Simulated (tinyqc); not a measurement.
# A barrier in a uniform field, exact transmission by Airy functions: effects of single changes

The left lead has its band edge at 0, the barrier edge falls as U(x) = U0 - F x with F = V/d for 0 < x < d, and the right lead has its edge at -V. No transverse momentum; C = hbar^2/(2 m0); psi and psi'/m are continuous. M carries (psi, psi'/m) across the barrier.

Values chosen for this exercise; U0 - E and the mass are of the order of those of silicon dioxide on silicon; the mass of the right lead is set freely: mass in the left lead mL = 0.86 m0; barrier edge at x = 0 U0 = 3.72 eV; mass in the barrier m1 = 0.51 m0; electron energy E = 0.62 eV; barrier width d = 0.8 nm; voltage across the barrier V = 1.1 V; mass in the right lead mR = 1.6 m0.

Constants: q = 1.602176634e-19 C, hbar = 1.054571817e-34 J s, m0 = 9.1093837015e-31 kg, hbar^2/(2 m0) = 0.0380998212 eV nm^2. Results are converted to the units shown.

Each table varies one quantity; the others keep the values above.

## Exact and WKB transmission against voltage

Energy scale e = (C F^2/m1)^(1/3), z(x) = (U(x) - E)/e, s = (dz/dx)/m1 = -F/(e m1); v = k/m in a lead. With a = Ai, a' = Ai', b = Bi, b' = Bi' at z1 (left edge) and z2 (right edge): M11 = pi (a2 b1' - b2 a1'), M12 = (pi/s)(b2 a1 - a2 b1), M21 = pi s (a2' b1' - b2' a1'), M22 = pi (b2' a1 - a2' b1). With M acting on (psi, psi'/m) and v = k/m in each lead, T(E) = 4 vL vR/[(vL vR M12 - M21)^2 + (vR M11 + vL M22)^2]. WKB: exp(-S), S = (4/(3 F)) sqrt(m1/C) [max(U0 - E, 0)^1.5 - max(U0 - F d - E, 0)^1.5].

Result of one run:

| V (V) | z2 | T(E), exact | exp(-S) | ratio |
|---|---|---|---|---|
| 5.425 | -1.541 | 0.02578 | 0.01971 | 1.308 |

What becomes of these results when the voltage across the barrier V is changed from 5.425 to 7.673 V, all else the same?

Result of the changed run:

| V (V) | z2 | T(E), exact | exp(-S) | ratio |
|---|---|---|---|---|
| 7.673 | -2.405 | 0.06755 | 0.06228 | 1.085 |

The whole series:

| V (V) | z2 | T(E), exact | exp(-S) | ratio |
|---|---|---|---|---|
| 0.93 | 4.660 | 1.442e-4 | 7.560e-5 | 1.907 |
| 1.679 | 2.058 | 3.669e-4 | 1.586e-4 | 2.314 |
| 2.428 | 0.7612 | 9.307e-4 | 3.754e-4 | 2.479 |
| 3.178 | -0.07384 | 0.002402 | 0.001228 | 1.956 |
| 3.927 | -0.6798 | 0.006132 | 0.004409 | 1.391 |
| 4.676 | -1.153 | 0.01411 | 0.01051 | 1.343 |
| 5.425 | -1.541 | 0.02578 | 0.01971 | 1.308 |
| 6.174 | -1.869 | 0.03749 | 0.03174 | 1.181 |
| 6.923 | -2.154 | 0.04985 | 0.04611 | 1.081 |
| 7.673 | -2.405 | 0.06755 | 0.06228 | 1.085 |
| 8.422 | -2.631 | 0.09662 | 0.07972 | 1.212 |
| 9.171 | -2.835 | 0.1436 | 0.09802 | 1.465 |
| 9.92 | -3.023 | 0.2074 | 0.1168 | 1.775 |

The exact T(E) rises from 1.44e-4 to 0.207. The ratio to WKB lies between 1.08 and 2.48. For V above U0 - E = 3.10 V (z2 < 0) the ratio turns 1 time(s) among the rows: the wave runs freely over the last part of the barrier and is partly reflected at x = d, and the two waves interfere. In every row the field exceeds 10 MV/cm (up to 124), more than most dielectrics sustain; the model ignores breakdown.

## Effect of the width at fixed voltage

Same model as above.

Results:

| d (nm) | T(E), exact | exp(-S) | ratio |
|---|---|---|---|
| 0.4 | 0.018935 | 0.0094211 | 2.0098 |
| 0.5 | 0.0059023 | 0.0029351 | 2.0109 |
| 0.7 | 5.7336e-4 | 2.8489e-4 | 2.0126 |
| 0.8 | 1.7870e-4 | 8.8757e-5 | 2.0133 |
| 0.9 | 5.5692e-5 | 2.7652e-5 | 2.0140 |
| 1 | 1.7356e-5 | 8.6149e-6 | 2.0147 |
| 1.3 | 5.2527e-7 | 2.6051e-7 | 2.0163 |

Estimate the missing row, d = 1.2 nm.

Computed row:

| d (nm) | T(E), exact | exp(-S) | ratio |
|---|---|---|---|
| 1.2 | 1.6856e-6 | 8.3618e-7 | 2.0158 |

With this row back in the table: The exact T(E) falls from 0.0189 to 5.25e-7, on average 5.06 decades a nanometre; WKB loses 5.06, the same in every interval because S is proportional to d at fixed V. The ratio lies between 2.01 and 2.02. In 6 of the 8 rows the field exceeds 10 MV/cm (up to 27.5), more than most dielectrics sustain; the model ignores breakdown. In 3 of the 8 rows a layer is thinner than 0.8 nm, a few atomic planes, where an effective mass is a rough description.

Range of the model: Masses are held fixed, although real bands cease to be parabolic a few tenths of an eV from their edges.

Program tinyqc, `OMP_NUM_THREADS=1 python tinyqc.py 2580119 2580120 out.jsonl`; Intel Xeon 2.30GHz, shared host, one thread, about 0.01 s.
